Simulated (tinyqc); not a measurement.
# Inverter chain driving a load

N inverters, each f = Hc^(1/N) times larger than the one before: delay tau N (f + pp). Switched capacitance in units of the first input, with output capacitance pp times the input: Hc + (1 + pp)(Hc - 1)/(f - 1).

Inputs (values chosen for the exercise):
```
symbol  value  unit                                       meaning
Hc        110        load over the input capacitance of the chain
pp          1                      parasitic delay of an inverter
tau       3.1    ps                                    delay unit
```

Results:
```
N,f,delay (ps),switched capacitance
1,110.0,344.1,112.0
2,10.49,71.23,133.0
3,4.791,53.86,167.5
4,3.239,52.56,207.4
5,2.560,55.18,249.7
6,2.189,59.31,293.4
8,1.800,69.43,382.6
```

Estimate the missing row, N = 7.

Computed row:
```
N,f,delay (ps),switched capacitance
7,1.957,64.17,337.8
```

With this row back in the table: The delay goes from 344 through a minimum of 52.6 (at N = 4 among the rows listed) to 69.4 ps. The best stage effort solves pp + rho (1 - ln rho) = 0, rho = 3.59, which gives N = ln Hc/ln rho = 3.68. One stage fewer than the best costs 2.5 % in delay and saves 19 % of the switched capacitance.

Numbers from tinyqc (`OMP_NUM_THREADS=1 python tinyqc.py 2082122 2082123 out.jsonl`; about 0.01 s on one thread of a shared Intel Xeon 2.30GHz).
